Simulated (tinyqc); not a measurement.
Dopants and charged point defects at anneal temperature: Fermi-level effect, clustering and pairing: one step, computed by the program tinyqc.

Boltzmann statistics and full ionisation of active dopants. Energies are counted from the valence band; the defect (a vacancy or self-interstitial) has five charge states, with all degeneracy factors one.

Problem. The host at the anneal temperature. E_g = E_g0 - alpha T^2/(T + beta). N_c = 2 M_c (2 pi m_e k_B T/h^2)^(3/2) and N_v = 2 (2 pi m_h k_B T/h^2)^(3/2), masses in units of m_0. n_i = sqrt(N_c N_v) exp(-E_g/2 k_B T); E_i = E_g/2 + (k_B T/2) ln(N_v/N_c).

Inputs (values chosen for the exercise, with bands modelled on InP):

| quantity | value | unit |
|---|---|---|
| gap at 0 K E_g0 | 1.41 | eV |
| Varshni alpha | 0.000375 | eV/K |
| Varshni beta | 158 | K |
| electron mass m_e | 0.0779 | m_0 |
| valleys M_c | 1 | - |
| hole mass m_h | 0.621 | m_0 |
| anneal temperature T | 950 | K |

Dopant: donor. Second part: clustering of the dopant.

Constants: m_0 = 9.1093837015e-31 kg; k_B = 1.380649e-23 J/K; h = 6.62607015e-34 J s; k_B = 8.617333262e-05 eV/K.

Give: E_g; k_B T; n_i; E_i; effective density of states N_b of the majority band.

Solution.

E_g = 1.1046 eV

k_B T = 0.081865 eV

n_i = 1.7144e+16 cm^-3

E_i = 0.67973 eV

effective density of states N_b of the majority band = 3.0746e+18 cm^-3
